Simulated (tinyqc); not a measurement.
Inversion layer as a triangular well, valleys of the Ge type: one step. Valley masses on the (110) face. Two cases, with inputs chosen for the exercise.

Task: Group the valleys by their angle to the normal, heaviest m_z first.

Four ellipsoidal valleys (eight halves) with their long axes along <111>, mass ml along the axis and mt across it. For a valley whose axis makes the angle theta with the surface normal, 1/m_z = cos^2(theta)/ml + sin^2(theta)/mt sets the confinement; in the plane the masses are m_1 = mt and m_2 = ml mt/m_z, and m_d = sqrt(m_1 m_2). The Gamma and Delta valleys are left out; the heavy Delta valleys, about 0.18 eV up, can lie lowest under strong confinement.

Case 1.

Values chosen (out of a larger set: near those of Ge; not measured data): ml = 1.604 m0 (longitudinal mass); mt = 0.082 m0 (transverse mass); face = 110 (surface).

Case 2.

Values chosen (out of a larger set: near those of Ge; not measured data): ml = 1.614 m0 (longitudinal mass); mt = 0.082 m0 (transverse mass); face = 110 (surface).

Give: Valleys (masses in m0).

Result:

Case 1.

Valleys (masses in m0):
```
valleys g  cos^2(theta)     m_z     m_1     m_2     m_d
2                0.6667  0.2232  0.0820  0.5893  0.2198
2                0.0000  0.0820  0.0820  1.6040  0.3627
```

Case 2.

Valleys (masses in m0):
```
valleys g  cos^2(theta)     m_z     m_1     m_2     m_d
2                0.6667  0.2233  0.0820  0.5927  0.2205
2                0.0000  0.0820  0.0820  1.6140  0.3638
```

The 2 valleys with the heaviest m_z will give the lowest ladder of subbands.

Computed by tinyqc, one run a case: `OMP_NUM_THREADS=1 python tinyqc.py N N+1 out.jsonl` with N = 1282222, 1282576; one thread of a shared Intel(R) Xeon(R) Processor @ 2.30GHz, about 0.03 s a run at most.
